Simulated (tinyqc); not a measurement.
Worked calculation: Hubbard ring of 6 sites. One step of it, computed by the program tinyqc.

Question. Mean-field iteration 1. H(up) = T + U n(down), H(down) = T + U n(up); fill the lowest levels; n(new) = n + mixing (n(out) - n); E = tr T (rho up + rho down) + U sum n_up n_down of the output.

one-body matrix (hopping and site energies) (eV), order 1, 2, 3, 4, 5, 6:
```
[[0.000000, -1.070000, 0.000000, 0.000000, 0.000000, -1.070000],
 [-1.070000, 0.000000, -1.070000, 0.000000, 0.000000, 0.000000],
 [0.000000, -1.070000, 0.000000, -1.070000, 0.000000, 0.000000],
 [0.000000, 0.000000, -1.070000, 0.000000, -1.070000, 0.000000],
 [0.000000, 0.000000, 0.000000, -1.070000, 0.000000, -1.070000],
 [-1.070000, 0.000000, 0.000000, 0.000000, -1.070000, 0.000000]]
```

U = 4.100000 eV

electrons, up and down: [3, 3]

mixing = 0.500000

n(up) at the start (a guess, not normalised): [0.500000, 0.500000, 0.500000, 0.500000, 0.500000, 0.500000]

n(down) at the start (a guess): [0.500000, 0.500000, 0.500000, 0.500000, 0.500000, 0.500000]

Give: levels, up; levels, down; energy; n(up) after iteration 1; n(down) after iteration 1.

Answer.

levels, up (eV): [-0.0900, 0.9800, 0.9800, 3.1200, 3.1200, 4.1900]

levels, down (eV): [-0.0900, 0.9800, 0.9800, 3.1200, 3.1200, 4.1900]

energy = -2.4100 eV

n(up) after iteration 1: [0.5000, 0.5000, 0.5000, 0.5000, 0.5000, 0.5000]

n(down) after iteration 1: [0.5000, 0.5000, 0.5000, 0.5000, 0.5000, 0.5000]
